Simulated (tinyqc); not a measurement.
Strain-driven roughening and islands of a mismatched epitaxial film: one step, computed by the program tinyqc.

Film and substrate share isotropic elastic constants; the film is coherent and biaxially strained.

Problem. A ripple of given wavelength. A ripple A cos(k x) has the surface chemical potential per volume [gamma k^2 - 2 (1 + nu) w k] A cos(k x), so k_c = 2 (1 + nu) w/gamma. With surface diffusion the amplitude grows at the rate q = B k^2 [2 (1 + nu) w k - gamma k^2], fastest at k_m = (3/4) k_c. B is the surface mobility. Stress at the trough = stress x (1 + 2 k A).

Inputs (values chosen for the exercise, modelled on GaN on AlN):
```
quantity                                     value       unit
Poisson ratio nu                              0.21          -
surface energy gamma                          1.79      J/m^2
surface mobility D_s nu_s Omega^2/(k_B T)  8.1e-33  m^6/(J s)
initial ripple amplitude A0                   0.26         nm
ripple wavelength over the critical one        2.6          -
```

Transport: surface diffusion.

k_c = 0.2630320 1/nm

energy density w = 194.5567 MJ/m^3

growth time 1/q at k_m = 0.1366167 s

Give: k; rate q; q over the largest rate; stress concentration at A0.

Solution.

k = 0.10117 1/nm

rate q = 2.4300 1/s

q over the largest rate = 0.33197

stress concentration at A0 = 1.0526

The ripple grows.
